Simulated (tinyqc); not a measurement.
# Surface potential of a MOS transistor: implicit equation and explicit approximations: two studies

p-type body, charge-sheet picture, depletion and inversion only, full ionisation (an idealisation for deep acceptors), Boltzmann statistics (rough once Na exp(x - xn) passes about Nc/7). In units of Vt: xg = (Vg - Vfb)/Vt, x = psi/Vt, G = gamma/sqrt(Vt), xn = (2 phiF + Vc)/Vt. The implicit equation is (xg - x)^2 = G^2 [x - 1 + exp(x - xn)] for x above about 3. Cox = eps0 eox/tox.

Values chosen for this exercise; band and dielectric values close to those of silicon: temperature T = 400 K; band gap Eg = 1.14 eV; relative permittivity eps_r = 11.9; conduction-band density of states at T Nc = 4.23e19 cm^-3; valence-band density of states at T Nv = 4.08e19 cm^-3; relative permittivity of the gate insulator (close to zirconium oxide) eox = 24.8; insulator thickness tox = 3.6 nm; acceptor density Na = 7.9e17 cm^-3; flat-band voltage Vfb = -0.78 V; channel-body voltage Vc = 0 V; gate-body voltage Vg = 0.14 V.

Constants: q = 1.602176634e-19 C, kB = 1.380649e-23 J/K, Vt = kB T/q, eps0 = 8.8541878128e-14 F/cm where lengths are in cm. Results are converted to the units shown.

Each table varies one quantity; the others keep the values above.

## Accuracy of the approximations against gate voltage

ni = sqrt(Nc Nv) exp(-Eg/(2 Vt)), Eg in volts; phiF = Vt ln(Na/ni); gamma = sqrt(2 q eps0 eps_r Na)/Cox; VT = Vfb + Vt (xn + G sqrt(xn - 1)). Depletion value a = 1 + [sqrt(G^2/4 + xg - 1) - G/2]^2; inversion value b = xn + ln[(xg - xn)^2/G^2 - xn + 1] and first guess y = min(a, b) - ln(1 + exp(-|a - b|)) if a > xn + 1, else b = y = a; one second-order correction with D = exp(y - xn), p = 2 (xg - y) + G^2 (1 + D), w = (xg - y)^2 - G^2 (y - 1 + D): z = y + 2 w/(p + sqrt(p^2 - 2 (2 - G^2 D) w)), or the Newton step z = y + w/p where the root is not real. N_inv = (Cox Vt G/q) [sqrt(x - 1 + exp(x - xn)) - sqrt(x - 1)] at the root. Lambert form (Cox m Vt/q) W0[(G/(2 m sqrt(xn - 1))) exp((Vg - VT)/(m Vt))], m = 1 + G/(2 sqrt(xn - 1)). Errors under 1e-4 mV, and the linear form below VT, are printed as 0.

Results:
```
Vg (V)	psi (V)	x - xn	error of y (mV)	error of z (mV)	N_inv (cm^-2)	Cox (Vg - VT)/q (cm^-2)	Lambert form (cm^-2)
-0.24	0.4833	-11.13	0	0	1.219e6	0	8.301e5
-0.04	0.6724	-5.642	6.15e-3	0	2.467e8	0	2.124e8
0.16	0.8616	-0.1511	1.31	0	5.206e10	0	5.234e10
0.36	1.001	3.905	32.2	8.13	2.106e12	7.459e12	2.409e12
0.56	1.062	5.649	38.6	14.0	7.334e12	1.507e13	8.320e12
0.76	1.096	6.643	29.6	9.06	1.359e13	2.269e13	1.511e13
1.16	1.138	7.853	20.3	-2.39	2.716e13	3.792e13	2.943e13
1.36	1.152	8.273	17.6	-1.33	3.421e13	4.553e13	3.674e13
```

Estimate the missing row, Vg = 0.96 V.

Computed row:
```
Vg (V)	psi (V)	x - xn	error of y (mV)	error of z (mV)	N_inv (cm^-2)	Cox (Vg - VT)/q (cm^-2)	Lambert form (cm^-2)
0.96	1.120	7.331	24.0	-5.97	2.026e13	3.030e13	2.220e13
```

With this row back in the table: psi rises from 0.483 to 1.15 V and ends 8.3 Vt above 2 phiF + Vc. Among the rows the first guess is off by at most 39 mV (at Vg = 0.56 V) and the corrected value by at most 14 mV. In the last row the linear form is 33 % above N_inv and the Lambert form 7.4 % above it; in the first row the Lambert form is 32 % below it. For Vg = 0.36, 0.56, 0.76, 0.96, 1.16, 1.36 the electron quasi-Fermi level lies less than 2 Vt below the band edge at the surface, or above it, where degeneracy and confinement, left out, matter.

## Effect of the acceptor density at fixed gate voltage

Same model as above.

Vfb is held fixed.

Results:
```
Na (cm^-3)	psi (V)	x - xn	error of y (mV)	error of z (mV)	N_inv (cm^-2)	Cox (Vg - VT)/q (cm^-2)	Lambert form (cm^-2)
2.6e16	0.85037	6.3501	46.8	15.7	2.1228e12	1.0532e13	3.2280e12
5.6e16	0.86158	5.1408	32.3	-7.35	1.4437e12	8.2785e12	2.0217e12
1.2e17	0.86874	3.8243	17.6	-0.389	8.0406e11	5.9171e12	1.0107e12
2.5e17	0.86804	2.3361	6.09	-6.58e-3	3.2256e11	3.4702e12	3.6131e11
5.3e17	0.85512	0.45851	1.98	0	7.8173e10	7.0301e11	8.0107e10
2.4e18	0.79155	-4.4063	0.0329	0	1.3575e9	0	1.2214e9
5e18	0.74095	-7.3422	2.51e-3	0	1.0768e8	0	8.7455e7
```

Estimate the missing row, Na = 1.1e18 cm^-3.

Computed row:
```
Na (cm^-3)	psi (V)	x - xn	error of y (mV)	error of z (mV)	N_inv (cm^-2)	Cox (Vg - VT)/q (cm^-2)	Lambert form (cm^-2)
1.1e18	0.83051	-1.7158	0.328	0	1.3186e10	0	1.2731e10
```

With this row back in the table: As Na goes from 2.6e16 to 5e18, psi goes from 0.850 through a maximum of 0.869 (at Na = 1.2e17 among the rows listed) to 0.741 V, x - xn falls from 6.35 to -7.34 and N_inv falls from 2.12e12 to 1.08e8 cm^-2. The Lambert form lies between 0.812 and 1.52 times N_inv. For Na = 2.6e16, 5.6e16 the electron quasi-Fermi level lies less than 2 Vt below the band edge at the surface, or above it, where degeneracy and confinement, left out, matter.

Program tinyqc, `OMP_NUM_THREADS=1 python tinyqc.py 2122064 2122065 out.jsonl`; Intel Xeon 2.30GHz, shared host, one thread, about 0.01 s.
